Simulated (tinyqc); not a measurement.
# Resistance of a source-drain extension with a graded tip: effect of the depth of the extension

y runs along the channel, the gate covers y > 0. The doping is N0 for y < y0 and N0 10^(-(y - y0)/la) beyond, uniform over the depth xj. Sheet conductance s(y) = q mu(N) max(N - Nch, 0) xj + (for y > 0) ma Cox Vo, with mu(N) = u0 + (u1 - u0)/(1 + (N/Nr)^au) and Cox = eps0 eox/tox. Current is taken as one-dimensional; depletion of the tip, spreading and the contact are left out. The metallurgical junction lies at yj, where N = Nch.

R_spacer = integral of dy/s from -Ls to 0, R_ov from 0 to yj, R_channel = (Lg - 2 yj)/(ma Cox Vo), R_total = 2 R_spacer + 2 R_ov + R_channel. Electrical length L_eff = ma Cox dR_total/d(1/Vo); R_series = R_total - L_eff/(ma Cox Vo).

Parameters, values chosen for the exercise; mobility law close to that of holes in silicon: relative permittivity of the gate insulator (close to hafnium oxide) eox = 21.7; insulator thickness tox = 8.1 nm; active doping of the extension far from the gate N0 = 5.9e19 cm^-3; lateral abruptness la = 6.7 nm/decade; position under the gate where the fall begins (gate edge at 0) y0 = -0.1 nm; channel doping Nch = 3.3e18 cm^-3; spacer length Ls = 20 nm; gate overdrive Vo = 0.83 V; mobility of the gate-induced layer ma = 80 cm^2/(V s); mobility at low doping u1 = 470.5 cm^2/(V s); mobility at high doping u0 = 44.9 cm^2/(V s); reference doping Nr = 2.23e17 cm^-3; exponent au = 0.719; gate length Lg = 40 nm.

Constants: q = 1.602176634e-19 C, eps0 = 8.8541878128e-14 F/cm where lengths are in cm. Results are converted to the units shown.

The same in every row: yj (nm) = 8.291; R_channel (ohm um) = 148.7.

Effect of the depth of the extension:

| xj (nm) | R_spacer (ohm um) | R_ov (ohm um) | R_total (ohm um) | L_eff (nm) | R_series (ohm um) |
|---|---|---|---|---|---|
| 4 | 106.8 | 40.20 | 442.7 | 33.49 | 230.0 |
| 5.6 | 76.27 | 37.27 | 375.8 | 32.27 | 170.9 |
| 7.7 | 55.47 | 34.24 | 328.1 | 31.10 | 130.6 |
| 11 | 38.83 | 30.64 | 287.6 | 29.84 | 98.15 |
| 15 | 28.47 | 27.45 | 260.5 | 28.82 | 77.55 |
| 21 | 20.34 | 24.02 | 237.4 | 27.81 | 60.80 |
| 29 | 14.73 | 20.84 | 219.8 | 26.97 | 48.60 |
| 40 | 10.68 | 17.87 | 205.8 | 26.25 | 39.14 |

What does the table show?

As xj goes from 4 to 40, R_total falls from 443 to 206 ohm um, L_eff falls from 33.5 to 26.2 nm and R_series falls from 230 to 39.1 ohm um.

Computed by the program tinyqc: `OMP_NUM_THREADS=1 python tinyqc.py 2282237 2282238 out.jsonl`, one thread of a shared Intel Xeon 2.30GHz, about 0.05 s for the whole run.
